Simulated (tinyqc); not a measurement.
Long-channel MOSFET, surface-potential model: one step of the calculation.

n-channel transistor on a uniformly doped p-type body, gradual-channel approximation, constant mobility, Boltzmann statistics, full ionisation. Potentials are counted from the neutral body; V is the electron quasi-Fermi potential, Vsb at the source and Vsb + Vds at the drain. Charges are magnitudes per area.

Problem. Pao-Sah current by Simpson's rule. I = mu (W/L) integral of Qi dV; Simpson's rule on the 11 points, step Vds/10, weights 1, 4, 2, ..., 4, 1 times step/3.

Inputs (values chosen for the exercise); material values close to those of 4H silicon carbide:
```
symbol,value,unit,meaning
mu,130,cm^2/(V s),channel mobility
W,2,um,gate width
L,2,um,gate length
Vds,0.8,V,drain-source voltage
```

| point | Qi, Pao-Sah (nC/cm^2) |
|---|---|
| 0 | 0.021365265 |
| 1 | 9.7066388e-4 |
| 2 | 4.3973107e-5 |
| 3 | 1.9918149e-6 |
| 4 | 9.0221129e-8 |
| 5 | 4.0866497e-9 |
| 6 | 1.8510859e-10 |
| 7 | 8.3846650e-12 |
| 8 | 3.7979117e-13 |
| 9 | 1.7202993e-14 |
| 10 | 7.7922552e-16 |

Find: Pao-Sah current.

Solution.

Pao-Sah current = 8.786e-5 uA

Gauss-Legendre quadrature on many points gives 7.192e-5 uA, so this value is 22 % above it; the charge-sheet current, 7.158e-5 uA, is 0.47 % below it.

tinyqc, about 0.03 s, one thread, Intel Xeon 2.30GHz (shared host): `OMP_NUM_THREADS=1 python tinyqc.py 2360071 2360072 out.jsonl`
